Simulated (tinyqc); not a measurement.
## In-plane mass from two subband densities

Inverse problem. At zero temperature each occupied subband holds N_k = D (EF - E_k), D = md m0 q/(pi hbar^2) per eV. Two subbands are occupied. Find md, EF - E1 and EF - E2.

Constants: q = 1.602176634e-19 C, hbar = 1.054571817e-34 J s, m0 = 9.1093837015e-31 kg. Results are converted to the units shown.

N1, N2 (cm^-2): 3.2841368e12  9.2e10
E2 - E1 = 38.4 meV

Solution. N1 - N2 = D (E2 - E1) gives D and so md; each N_k/D is a distance to EF.

md = 0.1990 m0
EF - E1 = 39.51 meV
EF - E2 = 1.107 meV

tinyqc, about 0.3 s, one thread, Intel Xeon 2.30GHz (shared host): `OMP_NUM_THREADS=1 python tinyqc.py 2140055 2140056 out.jsonl`
